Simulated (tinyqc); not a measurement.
## Well width and field from level and shift

Problem. An infinitely deep well has E_1(0) = C (pi/L)^2/m1, C = hbar^2/(2 m0), and in a field F (potential zero at the centre of the well) the second-order term of the shift is -m1 F^2 L^4 (15 - pi^2)/(48 C pi^4); higher orders are set aside. Find L and F.

Inputs (values chosen for the exercise):
- m1 = 0.48 m0 (mass)

Constants: q = 1.602176634e-19 C, hbar = 1.054571817e-34 J s, m0 = 9.1093837015e-31 kg, hbar^2/(2 m0) = 0.0380998212 eV nm^2. Results are converted to the units shown.

E_1(0) = 0.014700622 eV
second-order shift of level 1 = -0.53743174 meV

Solution. The level gives L, and the shift then gives F^2.

L = 7.30 nm
F = 0.00370 V/nm

Numbers from tinyqc (`OMP_NUM_THREADS=1 python tinyqc.py 2580037 2580038 out.jsonl`; about 0.02 s on one thread of a shared Intel Xeon 2.30GHz).
